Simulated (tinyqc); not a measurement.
Thermal stress and diffusional relaxation in a metal film: Coble and Nabarro-Herring creep, cooling and holds: one step, computed by the program tinyqc.

A thin film on a rigid substrate is stress-free at T0. Tension is positive and the film creeps linearly: d sigma/dt = -M (mismatch) dT/dt - sigma/tau.

Question. Stress after cooling to room temperature. Creep rate per stress: Nabarro-Herring 14 D Omega/(k_B T d^2), Coble (14 pi) delta D_b Omega/(k_B T d^3), with D = D0 exp(-E/(k_B T)), delta D_b = (delta D_b)0 exp(-E_b/(k_B T)); 1/tau = M x (sum of both)/2 (biaxial strain rate is half the uniaxial one). Temperatures in kelvin are T(C) + 273.15. Cooling from T0 at the constant rate: d sigma/dT = -slope + sigma/(tau(T) x rate), integrated to 25 C (stiff solver, tolerance 1e-9). Effective stress-free temperature T_eff = 25 C + sigma/slope.

Inputs (values chosen for the exercise, modelled on gold films on silicon): biaxial modulus M = 131 GPa; atomic volume Omega = 17 angstrom^3; lattice prefactor D0 = 1.3e-05 m^2/s; lattice energy E = 1.83 eV; boundary prefactor (delta D_b)0 = 3.3e-16 m^3/s; boundary energy E_b = 0.877 eV; grain size d = 0.79 um; stress-free temperature T0 = 250 C; hold temperature T = 210 C; cooling rate = 2 C/min.

thermoelastic slope = 1.4934 MPa/K

Constants: k_B = 1.380649e-23 J/K; k_B = 8.617333262e-05 eV/K.

Give: stress at 25 C; effective stress-free temperature.

Answer.

stress at 25 C = 234.7 MPa

effective stress-free temperature = 182.2 C

Creep during cooling removes 30.1 % of the elastic value. Caution: bulk creep laws overstate relaxation in a bonded film, and dislocation glide would cap stresses above the yield stress.
